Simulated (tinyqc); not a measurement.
Electron-beam lithography: double-Gaussian proximity function, edge placement and dose correction for parallel lines: one step, computed by the program tinyqc.

Lines are infinitely long. Absorbed energy is counted so that the middle of a very large area written at dose 1 receives 1; the resist develops where it exceeds 1/2.

Problem. Shot noise and writing time. With dose = d_s D0: electrons per pixel N = dose x pixel area/e; relative noise 1/sqrt(N); time per cm^2 of pattern area = dose x density/current; pixel rate = current/(dose x pixel area).

Inputs (values chosen for the exercise, of the order of those for 10 keV electrons in resist on silicon): beam current = 41 nA; pixel size = 10 nm; pattern density around the test line = 0.56.

dose = 170.3187 microcoulomb/cm^2

Constants: e = 1.602176634e-19 C.

Give: electrons per pixel; shot noise; writing time per cm^2; pixel rate.

Solution.

electrons per pixel = 1063.0

shot noise = 3.0671 %

writing time per cm^2 = 0.64620 h

pixel rate = 240.73 MHz
